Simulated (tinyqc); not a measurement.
Depth and level of a trap from the time ratio.

Question. For an oxide trap tc/te = exp(E/Vt) with E = E0 - dpsi - (xt/tox)(Vg - VT - dpsi), dpsi being the rise of the surface potential above its value at threshold. Find xt and E0, and the depth that would be read if dpsi were ignored.

Parameters, values chosen for the exercise: temperature T = 300 K; insulator thickness tox = 1.8 nm.

Constants: q = 1.602176634e-19 C, kB = 1.380649e-23 J/K, Vt = kB T/q. Results are converted to the units shown.

Vg - VT (V): [0.5, 0.65]
tc/te: [2.1485116, 0.25588797]
dpsi (V): [0.080343542, 0.087855016]

Answer. E + dpsi is a straight line in the oxide voltage Vg - VT - dpsi with slope -xt/tox and intercept E0. Ignoring dpsi assigns the motion of the bands to the trap and overstates its depth.

xt = 0.600 nm
E0 = 0.240 eV
depth read without dpsi = 0.660 nm

Computed by the program tinyqc: `OMP_NUM_THREADS=1 python tinyqc.py 2710115 2710116 out.jsonl`, one thread of a shared Intel Xeon 2.30GHz, about 0.01 s for the whole run.
